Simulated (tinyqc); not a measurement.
Single-junction solar cell, detailed-balance limit: effect of the band gap.

Every photon above the gap Eg makes one pair and none below is absorbed; carriers thermalise at T and move without loss. Jsc = q fs X Phi(Eg, Ts); the dark current is J0 = q ge Phi(Eg, T)/ERE with the Boltzmann factor exp(V/Vt). The efficiency is the electrical power over fs X sigma Ts^4.

Photon flux above E from a black body at temperature T into a hemisphere: Phi(E, T) = A sum_k exp(-k E/th)[E^2 th/k + 2 E th^2/k^2 + 2 th^3/k^3], k = 1, 2, ..., with th = kB T/q in eV and A = 2 pi q^3/(h^3 c^2). J(V) = Jsc - J0 (exp(V/Vt) - 1); Voc = Vt ln(1 + Jsc/J0); at maximum power v = Vmp/Vt solves (1 + v) exp(v) = 1 + Jsc/J0. Pin = fs X sigma Ts^4, sigma = 2 pi^5 kB^4/(15 h^3 c^2). FF = Vmp Jmp/(Voc Jsc).

Parameters, values chosen for the exercise: cell temperature T = 280 K; temperature of the black-body sun Ts = 5800 K; share of the hemisphere filled by the sun fs = 2.16e-5; concentration X = 500; external radiative efficiency ERE = 0.0001; number of faces that emit ge = 2.

Constants: q = 1.602176634e-19 C, kB = 1.380649e-23 J/K, h = 6.62607015e-34 J s, c = 299792458 m/s, Vt = kB T/q. Results are converted to the units shown.

Results:

| Eg (eV) | Jsc (mA/cm^2) | Voc (V) | Eg/q - Voc (V) | FF | efficiency (%) |
|---|---|---|---|---|---|
| 0.5 | 4.377e4 | 0.2399 | 0.2601 | 0.6925 | 10.49 |
| 0.9 | 3.298e4 | 0.6057 | 0.2943 | 0.8371 | 24.13 |
| 1.1 | 2.764e4 | 0.7920 | 0.3080 | 0.8665 | 27.37 |
| 1.3 | 2.273e4 | 0.9794 | 0.3206 | 0.8864 | 28.48 |
| 1.5 | 1.840e4 | 1.168 | 0.3325 | 0.9009 | 27.93 |
| 1.7 | 1.468e4 | 1.356 | 0.3439 | 0.9118 | 26.20 |
| 1.9 | 1.157e4 | 1.545 | 0.3549 | 0.9205 | 23.75 |
| 2.1 | 9023 | 1.734 | 0.3657 | 0.9275 | 20.94 |

Estimate the missing row, Eg = 0.7 eV.

Computed row:

| Eg (eV) | Jsc (mA/cm^2) | Voc (V) | Eg/q - Voc (V) | FF | efficiency (%) |
|---|---|---|---|---|---|
| 0.7 | 3.849e4 | 0.4212 | 0.2788 | 0.7886 | 18.45 |

With this row back in the table: As Eg goes from 0.5 to 2.1 eV, Jsc falls from 43800 to 9020 mA/cm^2, Voc rises from 0.240 to 1.73 V and the efficiency goes from 10.5 through a maximum of 28.5 (at Eg = 1.3 eV among the rows listed) to 20.9 %. A wider gap raises the voltage and loses photons, hence the maximum. For Eg = 0.5 to 1.3 eV the current passes 20 A/cm^2, where series resistance and heating, left out here, would dominate.

tinyqc, about 0.01 s, one thread, Intel Xeon 2.30GHz (shared host): `OMP_NUM_THREADS=1 python tinyqc.py 2820044 2820045 out.jsonl`
